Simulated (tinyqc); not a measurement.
## Capacitance shares from swing and barrier lowering

Problem. Below threshold the charge is negligible, so the band edge moves as -(aG Vg + aD Vd), aG = CG/CS, aD = CD/CS (CG, CD the capacitances of the barrier top to gate and drain, CS the total), and I goes as exp((aG Vg + aD Vd)/Vt) once Vd is well above Vt. Find aG, aD, CS and CD.

Values chosen for this exercise:
```
symbol,value,unit,meaning
T,150,K,temperature
```

Constants: q = 1.602176634e-19 C, kB = 1.380649e-23 J/K, Vt = kB T/q. Results are converted to the units shown.

swing = 33.821835 mV/decade
DIBL = 9.0909091 mV/V
CG = 2.2767912 uF/cm^2

Solution. The swing is Vt ln 10/aG and the DIBL, -dVg/dVd at fixed current, is aD/aG.

aG = 0.8800
aD = 0.008000
CS = 2.587 uF/cm^2
CD = 0.02070 uF/cm^2

tinyqc, about 0.01 s, one thread, Intel Xeon 2.30GHz (shared host): `OMP_NUM_THREADS=1 python tinyqc.py 2400041 2400042 out.jsonl`
